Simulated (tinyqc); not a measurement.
Time-dependent dielectric breakdown: cell percolation, Weibull statistics, area scaling and voltage extrapolation: one step, computed by the program tinyqc. Command: `OMP_NUM_THREADS=1 python tinyqc.py 3031224 3031225 out.jsonl tddb walk`. One thread of a shared host (Intel(R) Xeon(R) Processor @ 2.30GHz), about 0.01 s of CPU time with the checks.

The oxide is divided into columns of area a^2, each holding m = t_ox/a cells (m is taken as continuous). A share lambda(t) = (t/t_1)^alpha of the cells is defective, and a column whose cells are all defective breaks down.

Problem. Fitting the sample. W = ln(-ln(1 - F_i)) with the median ranks F_i. Least squares in W: W = beta ln t - beta ln t63. Maximum likelihood: solve sum t^b ln t/sum t^b - 1/b = mean of ln t for b, then t63 = (mean of t^b)^(1/b).

Weibull plot:
```
i     t (s)        F_i      ln t          W
1   75.3123  0.0744681  4.321643  -2.558941
2  128.1365  0.1808511  4.853096  -1.611994
3  172.2133  0.2872340  5.148734  -1.082929
4  232.0672  0.3936170  5.447027  -0.692660
5  265.4367  0.5000000  5.581376  -0.366513
6  272.6374  0.6063830  5.608143  -0.070018
7  304.3375  0.7127660  5.718137   0.221108
8  356.1459  0.8191489  5.875340   0.536541
9  356.3482  0.9255319  5.875908   0.954505
```

Give: slope by least squares; t63 by least squares; slope by maximum likelihood; t63 by maximum likelihood.

Solution.

slope by least squares = 2.085

t63 by least squares = 278.7 s

slope by maximum likelihood = 2.950

t63 by maximum likelihood = 269.7 s

Caution: t_1 is an input here; in a real oxide it changes with thickness at fixed voltage.
